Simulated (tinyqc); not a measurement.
# Fully depleted semiconductor-on-insulator film with two gates, non-linear Poisson equation by Newton steps: what changes with what

One dimension across the film, front interface at x = 0, back interface at x = ts. psi is counted from the intrinsic level, n = ni exp(psi/Vt) (source grounded), holes neglected, acceptors ionised. Gates act through Cox = eps0 eox/tox and Cbox = 3.9 eps0/tb with potentials G1 = Vg - (phiM - chi - Vt ln(Nc/ni)) and G2 = Vb - (phiB - chi - Vt ln(Nc/ni)). Classical Boltzmann densities, no interface charge, no depletion in the back plane.

Parameters, values chosen for the exercise; band and dielectric values close to those of silicon:
```
symbol    value   unit                                                               meaning
T           350      K                                                           temperature
Eg         1.13     eV                                                              band gap
eps_r      11.8                                                        relative permittivity
Nc      3.58e19  cm^-3                                conduction-band density of states at T
Nv      3.35e19  cm^-3                                   valence-band density of states at T
chi        4.07     eV                                                     electron affinity
eox        21.5         relative permittivity of the gate insulator (close to hafnium oxide)
tox          14     nm                                                   insulator thickness
ts           10     nm                                                        film thickness
tb           19     nm                                    buried-oxide thickness (eps_r 3.9)
Na         1e15  cm^-3                                          acceptor density of the film
phiM       4.21     eV                                       work function of the front gate
phiB       4.57     eV                                       work function of the back plane
Vb            0      V                                                     back-gate voltage
```

Constants: q = 1.602176634e-19 C, kB = 1.380649e-23 J/K, Vt = kB T/q, eps0 = 8.8541878128e-14 F/cm where lengths are in cm. Results are converted to the units shown.

Each table varies one quantity; the others keep the values above.

## Charge against front-gate voltage

ni = sqrt(Nc Nv) exp(-Eg/(2 Vt)), Eg in volts. The Poisson equation eps0 eps_r d2psi/dx2 = q (n + Na), with -eps0 eps_r dpsi/dx = Cox (G1 - psi) at x = 0 and eps0 eps_r dpsi/dx = Cbox (G2 - psi) at x = ts, is solved on 300 equal intervals with half boxes at both ends; N_inv is the trapezoid sum of n. Swing = ln 10/(d ln N_inv/dVg); the last column is (dN_inv/dVb)/(dN_inv/dVg).

Charge against front-gate voltage:
```
Vg (V)	psi front (V)	psi back (V)	N_inv (cm^-2)	centroid/ts	swing (mV/decade)	q dN_inv/dVg over Cox	back/front leverage
-0.36	0.0659	0.0659	2.25e6	0.500	83.5	7.31e-6	0.203
-0.21	0.201	0.181	1.43e8	0.445	82.9	4.68e-4	0.193
-0.06	0.334	0.294	9.08e9	0.392	85.2	0.0289	0.182
0.09	0.446	0.379	2.42e11	0.326	159	0.412	0.167
0.24	0.504	0.406	9.87e11	0.255	379	0.706	0.151
0.39	0.538	0.415	1.96e12	0.205	654	0.815	0.142
0.54	0.561	0.419	3.04e12	0.171	951	0.867	0.137
0.69	0.578	0.421	4.16e12	0.148	1.26e3	0.897	0.134
0.84	0.591	0.423	5.32e12	0.130	1.57e3	0.917	0.132
```

N_inv passes 1e11 cm^-2 at Vg = 0.0386 V. The swing starts at 83.5 mV a decade, against (1 + k) Vt ln 10 = 77.4 for a front channel with k = Cs Cbox/(Cox (Cs + Cbox)) = 0.114, Cs = eps0 eps_r/ts; above threshold this column is no longer a subthreshold swing. The centroid falls from 0.500 to 0.130 of ts and the leverage of the back gate falls from 0.203 to 0.132. For Vg = 0.39, 0.54, 0.69, 0.84 the density at an interface exceeds 0.3 Nc, where Boltzmann statistics fail. For Vg = 0.24, 0.39, 0.54, 0.69, 0.84 the classical centroid lies within 3 nm of an interface, where confinement, left out, would push it away.

## Threshold and coupling against the back-gate voltage

VT is the Vg for N_inv = 1e11 cm^-2; -dVT/dVb from the linearised equation. Limits with Cs = eps0 eps_r/ts: front channel Cs Cbox/(Cox (Cs + Cbox)), back channel Cbox (Cox + Cs)/(Cox Cs). Swing at N_inv = 1e8 cm^-2.

The same in every row: front-channel limit = 0.114; back-channel limit = 0.308.

Threshold and coupling against the back-gate voltage:
```
Vb (V)	VT (V)	centroid/ts at VT	-dVT/dVb	swing (mV/decade)
-3	0.448	0.0592	0.124	78.1
-2.25	0.354	0.0760	0.126	78.4
-1.5	0.258	0.106	0.132	78.8
-0.75	0.155	0.173	0.143	79.9
0	0.0386	0.352	0.174	82.9
0.75	-0.112	0.656	0.231	87.0
1.5	-0.303	0.838	0.270	88.9
2.25	-0.512	0.903	0.285	89.6
3	-0.729	0.931	0.292	89.9
```

As Vb goes from -3 to 3, VT falls from 0.448 to -0.729 V, the centroid rises from 0.0592 to 0.931 of ts and -dVT/dVb rises from 0.124 to 0.292. The coupling covers 5.07 % of the way from the front-channel to the back-channel limit in the first row and 91.9 % in the last. A positive back bias draws the electrons to the back interface, where the back gate has more leverage and the front gate less, so the swing worsens.

Program tinyqc, `OMP_NUM_THREADS=1 python tinyqc.py 2190135 2190136 out.jsonl`; Intel Xeon 2.30GHz, shared host, one thread, about 0.5 s.
